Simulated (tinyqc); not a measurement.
# Contact resistivity and sheet resistance from two contact lengths

Question. Rc = [sqrt(rc Rsh)/Wc] coth(Lc/(2 LT)), LT = sqrt(rc/Rsh), Wc = 22 nm; the second contact is twice as long as the first. Find LT, rc and Rsh.

Rc for Lc = 27 and 54 nm (ohm): 1051.68877  586.254897

Solution. With t = tanh(Lc/(2 LT)) for the shorter contact, the resistance of the longer over that of the shorter is (1 + t^2)/2. Then sqrt(rc Rsh) = Rc t Wc, and rc and Rsh follow by multiplying and dividing by LT.

LT = 38.3 nm
rc = 3.00e-9 ohm cm^2
Rsh = 205 ohm

Computed by the program tinyqc: `OMP_NUM_THREADS=1 python tinyqc.py 2170171 2170172 out.jsonl`, one thread of a shared Intel Xeon 2.30GHz, about 0.1 s for the whole run.
